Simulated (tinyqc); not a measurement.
Abrupt p-n junction, non-linear Poisson equation by Newton steps: one step of the calculation.

One dimension, p side on the left, n side on the right; net doping C = -Na for x < 0 and +Nd for x > 0. The potential psi is counted from the intrinsic level, and the quasi-Fermi potentials are flat: 0 for holes and -V for electrons, so n = ni exp((psi + V)/Vt) and p = ni exp(-psi/Vt) (Boltzmann statistics, full ionisation, no current). Under reverse bias this makes the minority densities vanishingly small everywhere; they play no part in the charge.

Question. Converged densities, field and charge. n and p as above; field E_i = -(psi_(i+1) - psi_i)/h_i on each interval; charge on either side of the peak Q = eps0 eps_r |E|max (Gauss).

Values chosen for this exercise; band and dielectric values those of a made-up semiconductor:
```
symbol,value,unit,meaning
T,450,K,temperature
eps_r,11.9,,relative permittivity
V,-1.1,V,bias of the p side against the n side
```

Constants: q = 1.602176634e-19 C, kB = 1.380649e-23 J/K, Vt = kB T/q, eps0 = 8.8541878128e-14 F/cm where lengths are in cm. Results are converted to the units shown.

```
node  x (nm)  converged psi (V)  net doping C (cm^-3)
0      -37.6         -1.5493387               -1.4e18
1      -26.2         -1.5490579               -1.4e18
2      -16.8         -1.5473247               -1.4e18
3      -9.06         -1.5387507               -1.4e18
4      -2.65         -1.5085819               -1.4e18
5       2.65         -1.4406698                9.9e15
6       17.6         -1.2709349                9.9e15
7       59.5         -0.8150846                9.9e15
8        178          0.3310660                9.9e15
9        510          2.4164441                9.9e15
10      1450          2.4573220                9.9e15
```

ni = 6.2272773 cm^-3

Wanted: n; p; field E; peak |E|; charge Q.

Answer.

```
node  n (cm^-3)  p (cm^-3)
0     1.327e-29   1.400e18
1     1.337e-29   1.390e18
2     1.398e-29   1.329e18
3     1.744e-29   1.065e18
4     3.797e-29   4.894e17
5     2.188e-28   8.494e16
6     1.742e-26   1.067e15
7     2.220e-21    8.372e9
8      1.523e-8   0.001220
9      3.450e15  5.387e-27
10     9.900e15  1.877e-27
```

field E, interval 0 to 9 (kV/cm): [-0.2, -1.8, -11.1, -47.1, -128.1, -113.5, -108.8, -96.7, -62.8, -0.4]
peak |E| = 128.1 kV/cm
charge Q = 135.0 nC/cm^2

Numbers from tinyqc (`OMP_NUM_THREADS=1 python tinyqc.py 2000003 2000004 out.jsonl`; about 0.04 s on one thread of a shared Intel Xeon 2.30GHz).
